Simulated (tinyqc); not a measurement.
Inside a calculation. Model: oxide trap near a transistor channel: two-state multiphonon kinetics, telegraph noise and bias instability. Computed by tinyqc, a small Python program that keeps every step. Command: `OMP_NUM_THREADS=1 python tinyqc.py 3028831 3028832 out.jsonl oxidetrap walk`. One thread of a shared host (Intel(R) Xeon(R) Processor @ 2.30GHz), about 0.01 s of CPU time with the checks. Intermediate numbers are printed to about 6 digits and carried at full precision; extremes and crossings named in words are read from the listed rows.

An n-channel device under positive gate bias. The trap is empty (state 1) or holds an electron (state 2); both states are parabolas of equal curvature, and the electron reservoir is taken at the Fermi level of the channel.

Inputs (values chosen for the exercise, with an insulator like SiO2 on silicon): insulator constant eps_ox = 3.95; insulator thickness t_ox = 3.3 nm; trap depth x from the interface = 1.1 nm; tunnel barrier phi_b = 3.2 eV; tunnelling mass m_ox = 0.38 m_0; trap level above E_F at zero field E_t = 0.4 eV; relaxation energy E_R = 2.5 eV; oxide field F = 1.9 MV/cm; attempt rate k_0 at the interface = 1e+12 1/s; temperature T = 450 K; channel width W = 420 nm; channel length L = 220 nm; frequency f = 30 Hz; stress time t_s = 0.1 s.

Parts treated: one trap.

Constants: hbar^2/(2 m_0) = 3.80998212 eV angstrom^2; k_B = 8.617333262e-05 eV/K; e = 1.602176634e-19 C; eps_0 = 8.8541878128e-12 F/m.

## Tunnelling factor

kappa = sqrt(2 m_ox phi_b)/hbar = sqrt(m_ox phi_b/(hbar^2/2m_0)); attenuation length lambda = 1/(2 kappa); factor exp(-x/lambda) for a rectangular barrier.

kappa = 5.64944 1/nm

attenuation length lambda = 0.0885044 nm

tunnelling factor = 4.00180e-06

## Barriers and time constants

E_21 = E_t - e F x is the energy of state 2 over state 1; barriers E_c = (E_R + E_21)^2/(4 E_R), E_e = E_c - E_21; tau_c = exp(E_c/k_B T)/(k_0 P), tau_e = exp(E_e/k_B T)/(k_0 P), P the tunnelling factor; occupation f_2 = tau_e/(tau_c + tau_e); 1/tau_0 = 1/tau_c + 1/tau_e.

E_21 = 0.191 eV

capture barrier E_c = 0.724148 eV

emission barrier E_e = 0.533148 eV

capture time tau_c = 32.1993 s

emission time tau_e = 0.233744 s

occupation f_2 = 0.00720697

tau_0 = 0.232059 s

The trap is almost always empty at this bias.

## Step height and noise

Charge-sheet step dV = e (t_ox - x)/(eps_ox eps_0 W L); Lorentzian spectrum S(f) = 4 dV^2 tau_0^2/((tau_c + tau_e)(1 + (2 pi f tau_0)^2)); corner 1/(2 pi tau_0); variance dV^2 f_2 (1 - f_2) = dV^2 tau_0/(tau_c + tau_e).

threshold step dV = 0.109073 mV

corner frequency = 0.685837 Hz

S(f) = 4.12738e-14 V^2/Hz

root-mean-square noise = 0.00922616 mV

f lies above the corner, on the 1/f^2 tail. Random dopants and current percolation, left out here, spread real steps around this value.

## Stress and recovery of one trap

From the zero-field occupation f(0), f(t) = f_2 + (f(0) - f_2) exp(-t/tau_0) under the field; after t_s the field is removed and f relaxes with the zero-field constants.

occupation at zero field = 3.31271e-05

tau_0 at zero field = 0.0217126 s

occupation after stress = 0.00254463

half-time of recovery = 0.0150501 s

## Bias dependence of the times

The formulas are those given above.

Against field:
```
F (MV/cm)  E_21 (eV)  tau_c (s)  tau_e (s)          f_2
0.00          0.4000    655.435   0.021713  3.31271e-05
0.57          0.3373    259.210   0.043257  1.66853e-04
1.14          0.2746    104.611   0.087942  8.39944e-04
1.52          0.2328     57.777   0.142728  2.46424e-03
1.90          0.1910     32.199   0.233744  7.20697e-03
2.28          0.1492     18.107   0.386264  2.08865e-02
2.85          0.0865      7.766   0.834521  9.70320e-02
```

ln(tau_c/tau_e) falls by e x/k_B T = 2.837 per MV/cm, which measures the depth x if the change of surface potential with bias is left aside. Over these rows tau_c shortens by 1.93 decades and tau_e lengthens by 1.58; the shares differ because E_21 is not small against E_R.

Checks made by the program: detailed balance tau_c/tau_e = exp(E_21/k_B T) (relative difference below 1e-10); the integral of S(f) against the variance (relative difference below 1e-10).
